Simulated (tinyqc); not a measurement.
Sweep of the shear strain: two-band k.p model of the Delta valleys near the X point under shear strain.

Valley pair on the [001] axis, kz counted from the X point, c = hbar^2/2m0, k0 = kx0 2 pi/a. H = (c kz^2/ml + c (kx^2 + ky^2)/mt + c k0^2/ml) 1 + (2 c k0 kz/ml) sigma_z + (D exy - 2 c kx ky/Mp) sigma_x, so E = c kz^2/ml + c (kx^2 + ky^2)/mt + c k0^2/ml -/+ sqrt((2 c k0 kz/ml)^2 + (D exy - 2 c kx ky/Mp)^2). Without strain the lower band has its minima, E = 0, at kz = +/- k0. Shifts from diagonal strain are left out.

For |eta| < 1: k_min = k0 sqrt(1 - eta^2), E_min = -Delta eta^2/2, ml(eta) = ml/(1 - eta^2), 1/m[110] = 1/mt + eta/Mp, 1/m[1-10] = 1/mt - eta/Mp. For |eta| > 1 the minimum sits at X: E_min = -Delta (2 |eta| - 1)/2, ml(eta) = ml/(1 - 1/|eta|), and eta is replaced by its sign in the transverse masses. Here Delta = 2 c k0^2/ml and eta = D exy/Delta.

Constants: hbar^2/2m0 = 3.80998211 eV angstrom^2.

Inputs chosen for the exercise (near those of Si; shifted at random, so the results belong to these values and not to a real crystal):
```
symbol  value  unit      meaning
a       5.423  angstrom  lattice constant
ml      0.923  m0        longitudinal mass
mt      0.194  m0        transverse mass
kx0     0.152  2 pi/a    distance of the minimum from X
D       12.8   eV        shear deformation potential
Mp      0.237  m0        coupling mass
```

Delta = 2 c k0^2/ml, eta = D exy/Delta.

The minimum:
```
exy       eta  k_min/k0  E_min (meV)  ml(eta)  m[110]  m[1-10]  density-of-states mass
0.0000  0.000     1.000          0.0    0.923  0.1940   0.1940                   0.326
0.0020  0.100     0.995         -1.3    0.932  0.1793   0.2113                   0.328
0.0050  0.250     0.968         -8.0    0.985  0.1610   0.2439                   0.338
0.0100  0.500     0.866        -32.0    1.231  0.1377   0.3284                   0.382
0.0150  0.750     0.662        -72.0    2.109  0.1202   0.5023                   0.503
0.0180  0.900     0.436       -103.7    4.850  0.1117   0.7365                   0.736
0.0240  1.200     0.000       -179.2    5.543  0.1067   1.0693                   0.858
0.0320  1.600     0.000       -281.6    2.462  0.1067   1.0693                   0.655
```

The valleys reach X at eta = 1, that is exy = 0.0200. The shift is quadratic up to eta = 1 (-8.0 meV at eta = 0.25, -32.0 meV at 0.50) and linear beyond, while 1/m[110] rises linearly, taking m[110] from 0.194 to its floor 0.1067, a gain of 82 % in 1/m. ml(eta) diverges at eta = 1; the largest value listed is 5.54. A deformation-potential model with fixed masses misses all of this.

Program tinyqc; command `OMP_NUM_THREADS=1 python tinyqc.py 1081199 1081200 out.jsonl`; about 0.01 s on one thread of a shared Intel(R) Xeon(R) Processor @ 2.30GHz.
